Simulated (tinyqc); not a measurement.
Inside a calculation. Model: nudged elastic band on a two-dimensional model surface. Computed by tinyqc, a small Python program that keeps every step. Command: `OMP_NUM_THREADS=1 python tinyqc.py 3008967 3008968 out.jsonl neb walk`. One thread of a shared host (Intel(R) Xeon(R) Processor @ 2.30GHz), about 0.1 s of CPU time with the checks. Intermediate numbers are printed to about 6 digits and carried at full precision; extremes and crossings named in words are read from the listed rows.

V(x, y) = -A (cos kx + cos ky) - B cos kx cos ky + (C sin ky + S sin kx)(1 - cos kx), k = 2 pi/a; the atom hops from the minimum at (0, 0) to that at (a, 0).

Inputs (values chosen for the exercise, for a model surface):

| quantity | value | unit |
|---|---|---|
| amplitude A | 0.38 | eV |
| amplitude B | 0.12 | eV |
| skew C | 0.072 | eV |
| asymmetry S | 0.082 | eV |
| period a | 3.2 | angstrom |
| movable images n | 3 | - |
| spring constant k_s | 0.86 | eV/angstrom^2 |
| step factor eta | 0.0064 | angstrom^2/eV |
| iteration cap | 100 | - |

Surface: adatom on a square lattice. Climbing image: on.

## Stationary points

Newton steps x(new) = x - H^-1 grad V (moves limited to 0.3 angstrom) from (0, 0), (a, 0) and (a/2, 0) give the two minima and the saddle.

positions (angstrom):
```
              x         y
start   0.00000   0.00000
end     3.20000   0.00000
saddle  1.43588  -0.24704
```

energies (eV): start -0.880000, end -0.880000, saddle 0.110156

barrier from the start = 0.990156 eV

## Straight-line start

Images are spaced evenly on the line between the minima.

images at the start (angstrom):
```
           x    y
image 1  0.8  0.0
image 2  1.6  0.0
image 3  2.4  0.0
```

energies above the start (eV): 0.582  1.000  0.418

The highest image lies +0.0098 eV from the true barrier.

## Iteration 1

Tangent at image i: towards the higher neighbour if the energies rise or fall through i; at a maximum or minimum, tau = t+ dmax + t- dmin if V(i+1) > V(i-1), else t+ dmin + t- dmax, with t+ = R(i+1) - R(i), t- = R(i) - R(i-1) and dmax, dmin the larger and smaller of |V(i+1) - V(i)| and |V(i-1) - V(i)|; then normalise. Force F = -grad V + (grad V.tau) tau + k_s (|t+| - |t-|) tau. With a climbing image, the highest image feels instead F = -grad V + 2 (grad V.tau) tau and no spring. Update R(new) = R + eta F; the end points stay fixed.

unit tangents:
```
         x  y
image 1  1  0
image 2  1  0
image 3  1  0
```

forces (eV/angstrom):
```
                 x          y
image 1   0.000000  -0.141372
image 2  -0.322013  -0.282743
image 3   0.000000  -0.141372
```

images after iteration 1 (angstrom):
```
               x         y
image 1  0.80000  -0.00090
image 2  1.59794  -0.00181
image 3  2.40000  -0.00090
```

## Iteration 2

The formulas are those given above.

unit tangents:
```
                x          y
image 1  0.999999  -0.001134
image 2  1.000000  -0.000185
image 3  0.999999   0.001128
```

forces (eV/angstrom):
```
                 x          y
image 1  -0.001933  -0.141339
image 2  -0.318140  -0.280809
image 3  -0.001613  -0.140973
```

images after iteration 2 (angstrom):
```
               x         y
image 1  0.79999  -0.00181
image 2  1.59590  -0.00361
image 3  2.39999  -0.00181
```

## All iterations

Start on the straight line; stop when the largest force is below 1e-4 or above 1e6 eV/angstrom.

Course of the band:

| iteration | highest image (eV) | largest force (eV/angstrom) |
|---|---|---|
| 1 | 1.00000 | 0.428528 |
| 2 | 1.00015 | 0.424343 |
| 3 | 1.00029 | 0.420194 |
| 4 | 1.00042 | 0.416084 |
| 5 | 1.00054 | 0.412010 |
| 6 | 1.00066 | 0.407974 |
| 7 | 1.00076 | 0.403975 |
| 8 | 1.00086 | 0.400013 |
| 9 | 1.00095 | 0.396087 |
| ... | ... | ... |
| 92 | 0.99703 | 0.178024 |
| 93 | 0.99695 | 0.176394 |
| 94 | 0.99688 | 0.174782 |
| 95 | 0.99680 | 0.173187 |
| 96 | 0.99672 | 0.171608 |
| 97 | 0.99665 | 0.170045 |
| 98 | 0.99657 | 0.168499 |
| 99 | 0.99649 | 0.166969 |
| 100 | 0.99642 | 0.165455 |

Band at the end:

| image | x (angstrom) | y (angstrom) | E (eV) |
|---|---|---|---|
| 0 | 0.00000 | 0.000000 | 0.000000 |
| 1 | 0.77100 | -0.077500 | 0.542928 |
| 2 | 1.48326 | -0.129444 | 0.996419 |
| 3 | 2.37534 | -0.074537 | 0.431325 |
| 4 | 3.20000 | 0.000000 | 0.000000 |

energy of the highest image = 0.996419 eV

iterations = 100

largest force at the end = 0.165455 eV/angstrom

Tail of the force series: the residual falls at every step, but slowly, by a factor of about 0.991 a step

Not converged within 100 iterations: the residual falls at every step, but slowly, by a factor of about 0.991 a step.

Reruns converge with step factor eta = 0.16, iteration cap = 600. Reruns still fail with step factor eta = 0.0011, iteration cap = 600; and with iteration cap = 600.
